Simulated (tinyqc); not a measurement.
Inside a calculation. Model: kinetics of strain relaxation and threading dislocations in mismatched semiconductor layers. Computed by tinyqc, a small Python program that keeps every step. Command: `OMP_NUM_THREADS=1 python tinyqc.py 3026478 3026479 out.jsonl threading walk`. One thread of a shared host (Intel(R) Xeon(R) Processor @ 2.30GHz), about 0.01 s of CPU time with the checks. Intermediate numbers are printed to about 6 digits and carried at full precision; extremes and crossings named in words are read from the listed rows.

60-degree dislocations on {111} planes of a (001) layer, isotropic elasticity. The Schmid factor is 1/sqrt(6), and a misfit segment relieves strain with b/2.

Inputs (values chosen for the exercise, modelled on Si(0.8)Ge(0.2) on Si):
```
quantity,value,unit
misfit f,0.00816,-
shear modulus G,62.5,GPa
Poisson ratio nu,0.27,-
Burgers vector b,3.88,angstrom
glide activation energy Q,2.11,eV
velocity prefactor v0,30000,m/s per MPa
layer thickness h,57,nm
anneal temperature T,689,K
anneal time t,2300,s
initial thread density rho_0,6.6e+07,1/cm^2
multiplication constant delta,3200,1/m
grading rate (misfit per thickness) R_f,0.0027,1/micrometre
growth temperature of the buffer T_g,1120,K
growth rate R_g,0.31,nm/s
reaction radius r_A,83,nm
final thickness of a thick uniform layer H,2.4,micrometre
aspect ratio of a trench,1.8,-
```

Sources: fixed density of threads.

Constants: k_B = 8.617333262e-05 eV/K.

## Excess stress and glide velocity at the start

Excess resolved stress tau = (1/sqrt 6) [2 G (1 + nu)/(1 - nu)] (e - e_eq), e_eq = b (1 - nu/4) [ln(h/b) + 1]/(4 pi (1 + nu) h), the Matthews-Blakeslee strain of an uncapped layer; glide velocity v = v0 tau exp(-Q/(k_B T)), tau in MPa.

equilibrium strain e_eq = 0.00238234

excess stress tau = 512.940 MPa

mobility v/tau = 1.10473e-11 m/s per MPa

initial velocity = 0.00566663 micrometre/s

The layer carries 3.4 times its equilibrium strain. In the anneal time a thread would run 13 micrometre at this speed.

## Relaxation in the anneal

Threads run in two directions, so de/dt = -(b/4) rho v, with rho fixed. With x = e - e_eq, x0 = f - e_eq (fully strained at t = 0) and v = m S x (m the mobility, S x = tau): x = x0 exp(-t/t_r), t_r = 4/(b rho_0 m S). The half time is that at which x = x0/2.

strain left e = 0.00738306

share of the excess strain relieved = 13.4473 %

thread density = 6.60e+07 1/cm^2

half time = 11039.2 s

Relaxation is under way. The misfit lines laid down are 0.25 micrometre apart. Caution: blocking of threads by crossing misfit lines, left out here, leaves real layers with more strain.

## Anneal temperature

The formulas are those given above.

After the time t:
```
T (K),first velocity (micrometre/s),relieved (%),threads (1/cm^2),half time (s)
635,2.75955e-04,0.7008,6.60e+07,2.26685e+05
655,8.95731e-04,2.2569,6.60e+07,6.98367e+04
679,3.35754e-03,8.2010,6.60e+07,1.86312e+04
698,8.96042e-03,20.4162,6.60e+07,6.98124e+03
721,2.74361e-02,50.3028,6.60e+07,2.28002e+03
736,5.48165e-02,75.2667,6.60e+07,1.14117e+03
757,1.37950e-01,97.0273,6.60e+07,4.53461e+02
791,5.54028e-01,99.9999,6.60e+07,1.12909e+02
```

The half time follows exp(Q/(k_B T)), a decade for each 49 K near 721 K. Relief goes from 20 % at 698 K to 75.3 % at 736 K: with a fixed density the onset is gradual, and more threads relax the layer sooner. Caution: rows with more than 50 % relieved leave out blocking by crossing misfit lines, which slows real layers.

## Graded buffer

In steady grading, strain is fed at R_f R_g and relieved at (b/4) rho v. As a glide-limited estimate, the driving stress is taken as the mean stress of the strained top zone, whose depth z solves R_f z/2 = e_eq(z), with strain R_f z at the surface; tau_g = S R_f z/2 is its mean; then rho = 4 R_f R_g/(b m tau_g), m = v0 exp(-Q/(k_B T_g)), S = (1/sqrt 6) 2 G (1 + nu)/(1 - nu), e_eq(z) = b (1 - nu/4) [ln(z/b) + 1]/(4 pi (1 + nu) z).

depth z of the strained zone = 362.866 nm

stress tau_g = 43.4906 MPa

thread density of the buffer = 2065.47 1/cm^2

buffer thickness f/R_f = 3.02222 micrometre

Raising T_g by 50 K would lower this density by a factor 2.5: fast glide lets few threads do the work. Caution: real buffers seldom go below 1e5 /cm^2, as pile-ups and nucleation take over; this value is a lower bound.

## Thick uniform layer and trapping in a trench

A separate case, a thick relaxed layer. Pair reactions during growth: d rho/dh = -K rho^2 with K = 2 r_A tan(psi) and threads inclined by psi = 45 degrees (the <110> lines of {111} planes), so rho = 1/(K H) for a layer that starts with far more threads than that, as highly mismatched layers do. In a trench along [110] a thread on {111} rises at 54.74 degrees across the width, and leaves through the wall below the height w tan(54.74 degrees) = sqrt(2) w; the share of threads, evenly spread over the floor, that reach the top is max(0, 1 - a/sqrt 2) for the aspect ratio a.

thread density at H = 2.51004e+08 1/cm^2

share that reaches the top = 0

The trench traps all threads that cross it; those that run along it are not trapped. Thickness alone needs 600 micrometre for 1e6 /cm^2. Caution: at this small misfit a layer may start with fewer threads than 1/(K H), which is then only an upper bound.

Checks made by the program: strain against numerical integration (relative difference below 1e-10).
